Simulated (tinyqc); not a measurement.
# Gate-all-around wire, scale length and short-channel effects, step by step

tinyqc, about 0.01 s, one thread, Intel Xeon 2.30GHz (shared host): `OMP_NUM_THREADS=1 python tinyqc.py 2420113 2420114 out.jsonl` Printed values are rounded.

A round wire of diameter ts in an insulator shell of thickness ti under a surrounding gate. Below threshold the potential that source and drain add obeys Laplace's equation and vanishes on the gate. Its lowest mode decays along the channel as exp(-k y); k is the smallest positive root of the matching condition at the interface, and the scale length is Lambda = pi/k.

Parameters, values chosen for the exercise; permittivities: semiconductor close to that of In0.53Ga0.47As, insulator close to that of silicon nitride: relative permittivity of the semiconductor eps_r = 13.6; relative permittivity of the insulator ei = 7.28; insulator thickness ti = 2.3 nm; wire diameter ts = 7.7 nm.

Range of the model: L is under 1.6 Lambda, where higher modes, left out of the one-mode potential, begin to count.

## Scan of the matching condition

```
point,k (1/nm)
0,0.06125
1,0.1225
2,0.18375
3,0.245
4,0.30625
5,0.3675
6,0.42875
7,0.49
```

f(k) = ei J0(u)[J1(u) Y0(v) - Y1(u) J0(v)] - eps_r J1(u)[J0(u) Y0(v) - Y0(u) J0(v)], u = k ts/2, v = u + k ti.

```
point,f(k)
0,18.7428
1,8.0548
2,4.0136
3,1.7443
4,0.2920
5,-0.6550
6,-1.2347
7,-1.5273
```

The first change of sign lies between k = 0.30625 and 0.3675 1/nm.

## Iteration 1: decay constant by Newton steps

k at the start = 0.613 1/nm

f(k) = ei J0(u)[J1(u) Y0(v) - Y1(u) J0(v)] - eps_r J1(u)[J0(u) Y0(v) - Y0(u) J0(v)], u = k ts/2, v = u + k ti; f' by a central difference with +/- 1e-5 1/nm; k(new) = k - f/f'.

f = -1.48561
f' = 2.88191 nm
k after iteration 1 = 1.12850 1/nm

## Iteration 2: decay constant by Newton steps

As before.

f = 0.388507
f' = -0.0173727 nm
k after iteration 2 = 23.4916 1/nm

## Course of the iteration: decay constant by Newton steps

Stop when k changes by less than 1e-10 1/nm, or after 30 iterations. The rule counts as met only at the smallest positive root.

Course of the iteration:
```
iteration,k (1/nm),|change| (1/nm)
1,1.12850,0.515
2,23.4916,22.4
3,23.2883,0.203
4,23.3401,0.0518
5,23.3369,3.17e-3
6,23.3369,5.31e-6
7,23.3369,1.61e-11
```

The steps settle after 7 iterations, but on k = 23.34 1/nm, which is not the smallest positive root, so the wanted result is missed. A rerun from k = 0.3675 1/nm, next to the first change of sign of f, gives 0.3224 1/nm.
